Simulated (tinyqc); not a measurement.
Read current of a NAND string, cells in series solved by shooting: read current against the number of cells.

Cells in series, numbered from 0 at the source line (0 V) to the bit line, each followed by a gap resistance Rg. A cell with gate Vg, threshold VT, source Vs and drain Vd passes I = 2 nf K Vt^2 [F(Vs) - F(Vd)]/(1 + th max(Vg - VT, 0)), F(V) = ln^2(1 + exp((Vg - VT - nf V)/(2 nf Vt))). The selected cell has Vg = Vr, the others Vg = Vp.

For a trial current I start at 0 V and, cell by cell, solve for the drain: sqrt(F(Vd)) = sqrt(F(Vs) - I/k), k = 2 nf K Vt^2/(1 + th max(Vg - VT, 0)), Vd = [Vg - VT - 2 nf Vt ln(exp(sqrt F) - 1)]/nf, then add I Rg. The string current is the I for which the last node reaches Vbl. The apparent threshold is the Vr at which I = Is. Background: all other cells erased (VT = Ve) or all in the highest state (VT = Vh); ratio and shift are high over erased and high minus erased. The selected cell is in the middle, cell n/2.

Inputs (values chosen for the exercise); values of the order met in vertical NAND strings:
```
symbol  value    unit                                 meaning
T         358       K                             temperature
K         6.8  uA/V^2                   gain factor of a cell
nf        2.3                                    slope factor
th       0.16     1/V               mobility reduction factor
Rg        7.8    kohm     resistance of the gap between cells
Vbl       0.3       V                        bit-line voltage
Vp        5.9       V                            pass voltage
Ve       -1.9       V             threshold of an erased cell
Vh        3.7       V          threshold of the highest state
Vx        1.9       V          threshold of the selected cell
Is         20      nA                         sensing current
Vr       3.37       V  read voltage on the selected word line
```

Constants: q = 1.602176634e-19 C, kB = 1.380649e-23 J/K, Vt = kB T/q. Results are converted to the units shown.

Read current against the number of cells:
columns A: n; B: I, others erased (uA); C: I, others high (uA); D: ratio; E: apparent VT, erased (V); F: apparent VT, high (V); G: background shift (mV)
```
A          B        C       D      E      F      G
8     0.5587   0.3080  0.5512  1.944  1.953  9.049
16    0.3150   0.1584  0.5030  1.953  1.972  18.24
32    0.1680  0.08034  0.4783  1.972  2.009  37.09
64   0.08685  0.04045  0.4658  2.010  2.088  77.77
96   0.05856  0.02703  0.4616  2.048  2.182  133.9
128  0.04417  0.02030  0.4595  2.087  2.671  584.3
```

Read the table: what changes, and by how much?

With erased neighbours the current falls from 0.559 to 0.0442 uA, as n^(-0.83) between the first two rows and n^(-0.98) between the last two (-1 once the series resistance rules). The ratio falls from 0.551 to 0.459 and the background shift rises from 9.05 to 584 mV.

tinyqc, about 0.6 s, one thread, Intel Xeon 2.30GHz (shared host): `OMP_NUM_THREADS=1 python tinyqc.py 2142014 2142015 out.jsonl`
